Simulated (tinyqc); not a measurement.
Across the gap: metal-induced gap states at the contact of a metal chain and a two-band chain.

The semiconductor alternates sites A at -Eg/2 and C at +Eg/2 with hopping -t; the gap runs from -Eg/2 to Eg/2. In the gap cosh(q a) = 1 + (Eg^2/4 - E^2)/(2 t^2) and the amplitude changes by -exp(-q a) a period. The metal has site energy 0 and hopping -tm; its end site has g_m = (E - i sqrt(4 tm^2 - E^2))/(2 tm^2). Sites 1, 2, ... count into the semiconductor, with energies e1, e2 alternating. The clean half chain has g1 = 1/(E - e1 - t^2 g2), g2 = 1/(E - e2 - t^2 g1), decaying root. With the contact G11 = 1/(1/g1 - tc^2 g_m), and the density on site j is -Im G_jj/pi = |psi_j/psi_1|^2 (-Im G11/pi), per spin, with psi_2/psi_1 = -t g2, psi_3/psi_2 = -t g1.

Inputs chosen for the exercise (gap and optical dielectric constant near those of GaAs; the chain itself is a model; the results hold for these values, not for the real material):
```
symbol  value  unit      meaning
Eg      1.35   eV        gap
t       1.91   eV        hopping in the semiconductor
tm      3.43   eV        hopping in the metal
tc      2.55   eV        hopping across the contact
end     C                site that touches the metal
a       4      angstrom  period (two sites); one chain for each area a^2
```

E = f Eg. Share on C: the part of the summed density that lies on C sites, whose orbitals make the conduction edge.

Gap states:
```
f      E (eV)  xi = 1/(2q) (angstrom)  D1 (1/eV)  D2 (1/eV)  sum (1/eV)  share on C
-0.48  -0.648                   20.22     0.0031     0.1361      0.7754       0.022
-0.40  -0.540                    9.45     0.0142     0.1037      0.3416       0.121
-0.30  -0.405                    7.10     0.0274     0.0828      0.2559       0.249
-0.15  -0.203                    5.96     0.0474     0.0629      0.2257       0.430
0.00    0.000                    5.69     0.0687     0.0484      0.2319       0.587
0.15    0.203                    5.96     0.0924     0.0356      0.2618       0.722
0.30    0.405                    7.10     0.1193     0.0225      0.3292       0.841
0.40    0.540                    9.45     0.1397     0.0126      0.4412       0.918
0.48    0.648                   20.22     0.1590     0.0029      0.9021       0.982
```

How do the results move, and what explains it?

The decay length xi of the density is shortest at mid-gap, 5.69 angstrom, and grows to 20.2 near the edges. The summed density is least at f = -0.15 (0.2257) and largest at f = 0.48 (0.9021 1/eV). The share on C goes from 0.02 to 0.98 and passes one half near f = -0.083, a point that depends on which site ends the chain. The states turn from valence-like to conduction-like across the gap; the branch point, where the decay is fastest, lies at mid-gap in this symmetric chain and is the usual estimate of the neutrality level.

(tinyqc, `OMP_NUM_THREADS=1 python tinyqc.py 1450988 1450989 out.jsonl`, Intel(R) Xeon(R) Processor @ 2.30GHz, 1 thread, shared host, about 0.01 s.)
